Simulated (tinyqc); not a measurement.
Worked calculation: Pariser-Parr-Pople SCF with singles CI, for the molecule O=c1cccccc1 (SMILES; centres numbered as the heavy atoms are written). One step of it, computed by the program tinyqc.

Question. PPP integrals. Ohno: gamma = 14.399645/sqrt(R^2 + a^2), a = 2 x 14.399645/(gamma_rr + gamma_ss); H_rr = -W_r - sum_(s != r) z_s gamma_rs; H_rs = beta for bonds.

Centres (angstrom, eV; a flat drawing with bonds scaled to 1.40 angstrom):
```
centre          x          y  core charge z          W   gamma_rr
1O       2.637000   0.000000              1  17.700000  15.200000
2C       1.237000   0.000000              1  11.160000  11.130000
3C       0.629000   1.261000              1  11.160000  11.130000
4C      -0.736000   1.573000              1  11.160000  11.130000
5C      -1.830000   0.700000              1  11.160000  11.130000
6C      -1.830000  -0.700000              1  11.160000  11.130000
7C      -0.736000  -1.573000              1  11.160000  11.130000
8C       0.629000  -1.261000              1  11.160000  11.130000
```

Resonance integrals (eV):
```
i  j       beta
1  2  -2.510000
2  3  -2.390000
3  4  -2.390000
4  5  -2.390000
5  6  -2.390000
6  7  -2.390000
7  8  -2.390000
8  2  -2.390000
```

Give: repulsion gamma_rs; core matrix H.

Answer.

repulsion gamma_rs (eV):
```
        1O      2C      3C      4C      5C      6C      7C      8C
1O  15.200   8.105   5.514   3.712   3.095   3.095   3.712   5.514
2C   8.105  11.130   7.554   5.078   4.233   4.233   5.078   7.554
3C   5.514   7.554  11.130   7.553   5.080   4.234   4.234   5.080
4C   3.712   5.078   7.553  11.130   7.555   5.079   4.233   4.234
5C   3.095   4.233   5.080   7.555  11.130   7.554   5.079   4.234
6C   3.095   4.233   4.234   5.079   7.554  11.130   7.555   5.080
7C   3.712   5.078   4.234   4.233   5.079   7.555  11.130   7.553
8C   5.514   7.554   5.080   4.234   4.234   5.080   7.553  11.130
```

core matrix H (eV):
```
         1O       2C       3C       4C       5C       6C       7C       8C
1O  -50.449   -2.510    0.000    0.000    0.000    0.000    0.000    0.000
2C   -2.510  -52.996   -2.390    0.000    0.000    0.000    0.000   -2.390
3C    0.000   -2.390  -50.410   -2.390    0.000    0.000    0.000    0.000
4C    0.000    0.000   -2.390  -48.604   -2.390    0.000    0.000    0.000
5C    0.000    0.000    0.000   -2.390  -47.991   -2.390    0.000    0.000
6C    0.000    0.000    0.000    0.000   -2.390  -47.991   -2.390    0.000
7C    0.000    0.000    0.000    0.000    0.000   -2.390  -48.604   -2.390
8C    0.000   -2.390    0.000    0.000    0.000    0.000   -2.390  -50.410
```
